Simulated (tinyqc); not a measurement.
# p-n heterojunction, non-linear Poisson equation by Newton steps, Boltzmann statistics: two studies

One dimension, material 1 (p-type) at x < 0 and material 2 (n-type) at x > 0. Band edges: Ec = -psi in material 1 and -psi + dEc in material 2, Ev = Ec - Eg. Flat quasi-Fermi levels: 0 for holes, +V for electrons. n = Nc F((EFn - Ec)/Vt), p = Nv F((Ev - EFp)/Vt), with F(eta) = exp(eta) (Boltzmann statistics); full ionisation, no interface charge, classical densities; the doping types are chosen for the exercise.

Parameters, values chosen for the exercise; band and dielectric values those of a made-up pair: temperature T = 300 K; band gap of material 1 Eg1 = 0.848 eV; relative permittivity of material 1 er1 = 16.7; conduction-band density of states of material 1 Nc1 = 2.19e17 cm^-3; valence-band density of states of material 1 Nv1 = 8.34e18 cm^-3; band gap of material 2 Eg2 = 1.34 eV; relative permittivity of material 2 er2 = 12.1; conduction-band density of states of material 2 Nc2 = 6.32e17 cm^-3; valence-band density of states of material 2 Nv2 = 1.12e19 cm^-3; conduction-band offset Ec2 - Ec1 dEc = 0.17 eV; acceptor density of material 1 N1 = 1.4e18 cm^-3; donor density of material 2 N2 = 1.5e16 cm^-3; bias of side 1 against side 2 V = 0 V.

Constants: q = 1.602176634e-19 C, kB = 1.380649e-23 J/K, Vt = kB T/q, eps0 = 8.8541878128e-14 F/cm where lengths are in cm. Results are converted to the units shown.

Each table varies one quantity; the others keep the values above.

## Effect of the donor density of material 2

Exact first integral: on each side D^2/(2 eps0 er) = G, G = q [Vt (nI_j - nI_b) + Vt (pI_j - pI_b) - C (psi_j - psi_b)], with C = -N1 or +N2, b the neutral end of that side, and nI, pI the densities themselves. D is continuous, so er1 G1(psi_j) = er2 G2(psi_j) fixes psi_j. Ends from Nv1 F((-psi_L - Eg1)/Vt) = N1 and Nc2 F((V + psi_R - dEc)/Vt) = N2. D is counted positive when psi rises towards material 2. Depletion (Anderson) capacitance C^2 = q eps0 er1 er2 N1 N2/(2 (er1 N1 + er2 N2)(psi_R - psi_L)). -dD/dV is the change of the displacement at the interface with both quasi-Fermi levels flat; it is the terminal capacitance only while neither side holds an inversion layer. n_j and p_j are densities at the interface.

Results:
columns A: N2 (cm^-3); B: psi_R - psi_L (V); C: psi_j - psi_L (V); D: psi_R - psi_j (V); E: D/q (cm^-2); F: n_j in 1 (cm^-3); G: p_j in 2 (cm^-3); H: -dD/dV (nF/cm^2); I: depletion C (nF/cm^2)
```
A            B         C       D         E        F         G      H      I
7.5e14  0.7977  0.004028  0.7937  8.777e10     8657  6.268e12  9.130  8.981
1.6e15  0.8173  0.006024  0.8113  1.296e11     9352  5.802e12  13.17  12.96
3.2e15  0.8352  0.008747  0.8265  1.851e11  1.039e4  5.223e12  18.41  18.12
6.8e15  0.8547   0.01322  0.8415  2.724e11  1.235e4  4.393e12  26.52  26.09
2.9e16  0.8922   0.03043  0.8618  5.694e11  2.404e4  2.257e12  53.41  52.43
6.1e16  0.9114   0.04829  0.8631  8.265e11  4.797e4  1.131e12  76.23  74.62
1.3e17  0.9310   0.08019  0.8508  1.198e12  1.648e5  3.294e11  108.6  106.0
```

Estimate the missing row, N2 = 1.4e16 cm^-3.

Computed row:
columns A: N2 (cm^-3); B: psi_R - psi_L (V); C: psi_j - psi_L (V); D: psi_R - psi_j (V); E: D/q (cm^-2); F: n_j in 1 (cm^-3); G: p_j in 2 (cm^-3); H: -dD/dV (nF/cm^2); I: depletion C (nF/cm^2)
```
A            B        C       D         E        F         G      H      I
1.4e16  0.8734  0.01986  0.8535  3.937e11  1.597e4  3.398e12  37.59  36.96
```

With this row back in the table: As N2 goes from 7.5e14 to 1.3e17, the total bending rises from 0.798 to 0.931 V and the sheet charge D/q rises from 8.78e10 to 1.20e12 cm^-2; the share of the bending in material 1 rises from 0.505 to 8.61 %. The capacitance departs most from the depletion formula at N2 = 1.3e17, where it is 2.5 % above it.

## Effect of the bias of side 1 against side 2

Same model as above.

Result of one run:
columns A: V (V); B: psi_R - psi_L (V); C: psi_j - psi_L (V); D: psi_R - psi_j (V); E: D/q (cm^-2); F: n_j in 1 (cm^-3); G: p_j in 2 (cm^-3); H: -dD/dV (nF/cm^2); I: depletion C (nF/cm^2)
```
A          B        C      D         E          F         G      H      I
-2.53  3.405  0.04762  3.358  8.175e11  1.471e-38  1.161e12  19.48  19.37
```

What becomes of these results when the bias of side 1 against side 2 V is changed from -2.53 to -0.17 V, all else the same?

Result of the changed run:
columns A: V (V); B: psi_R - psi_L (V); C: psi_j - psi_L (V); D: psi_R - psi_j (V); E: D/q (cm^-2); F: n_j in 1 (cm^-3); G: p_j in 2 (cm^-3); H: -dD/dV (nF/cm^2); I: depletion C (nF/cm^2)
```
A          B        C      D         E      F         G      H      I
-0.17  1.045  0.02294  1.022  4.471e11  25.08  3.016e12  35.48  34.96
```

The whole series:
columns A: V (V); B: psi_R - psi_L (V); C: psi_j - psi_L (V); D: psi_R - psi_j (V); E: D/q (cm^-2); F: n_j in 1 (cm^-3); G: p_j in 2 (cm^-3); H: -dD/dV (nF/cm^2); I: depletion C (nF/cm^2)
```
A           B        C       D         E          F         G      H      I
0.3    0.5752  0.01615  0.5590  3.270e11    1.516e9  3.922e12  48.33  47.13
-0.17   1.045  0.02294   1.022  4.471e11      25.08  3.016e12  35.48  34.96
-0.64   1.515  0.02866   1.486  5.413e11   3.978e-7  2.417e12  29.35  29.04
-1.11   1.985  0.03381   1.951  6.215e11  6.173e-15  1.981e12  25.58  25.37
-1.59   2.465  0.03870   2.426  6.940e11  6.443e-23  1.639e12  22.93  22.76
-2.06   2.935  0.04325   2.892  7.583e11  9.768e-31  1.375e12  20.99  20.86
-2.53   3.405  0.04762   3.358  8.175e11  1.471e-38  1.161e12  19.48  19.37
-3      3.875  0.05185   3.823  8.728e11  2.203e-46  9.856e11  18.25  18.16
```

As V goes from 0.3 to -3, the total bending rises from 0.575 to 3.88 V and the sheet charge D/q rises from 3.27e11 to 8.73e11 cm^-2; the share of the bending in material 1 falls from 2.81 to 1.34 %. The capacitance departs most from the depletion formula at V = 0.3, where it is 2.6 % above it.

Numbers from tinyqc (`OMP_NUM_THREADS=1 python tinyqc.py 2040148 2040149 out.jsonl`; about 0.03 s on one thread of a shared Intel Xeon 2.30GHz).
